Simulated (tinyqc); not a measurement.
The basis set: RHF and MP2 along a ladder of basis sets, for H4, spin multiplicity 1. Computed by the program tinyqc with PySCF. Same geometry throughout; the dipole is taken about the origin.

Geometry (angstrom):
```
atom       x       y       z
H     0.0000  0.0000  0.0000
H     0.0000  0.0000  0.7450
H     0.0000  1.0340  0.0000
H     0.0000  1.0340  0.7450
```

RHF and frozen-core MP2 in a ladder of bases:
```
basis        functions  E(RHF) (hartree)  E(MP2 corr) (hartree)  HOMO (eV)  LUMO (eV)  dipole (debye)
sto-3g               4          -1.93519               -0.03461     -8.746     11.145           0.000
3-21g                8          -2.01297               -0.04172    -10.166      3.798           0.000
6-31g                8          -2.02212               -0.04181    -10.266      3.375           0.000
6-31g**             20          -2.04047               -0.06411    -10.019      3.482           0.000
cc-pvdz             20          -2.03771               -0.06396     -9.983      2.940           0.000
aug-cc-pvdz         36          -2.03856               -0.06646    -10.043      1.201           0.000
cc-pvtz             56          -2.04691               -0.07698    -10.048      2.535           0.000
```

What does the comparison show, and why?

From cc-pVDZ to cc-pVTZ the RHF energy falls by 9.2 mhartree and the correlation energy by 13.0. If valence correlation converges as X^-3, (27 E(T) - 8 E(D))/19 gives -0.0825 hartree, a rough estimate from such small X that usually falls short; STO-3G holds about 42 % of it. Beyond STO-3G the LUMO moves by 2.6 eV and the HOMO by 0.3 eV.
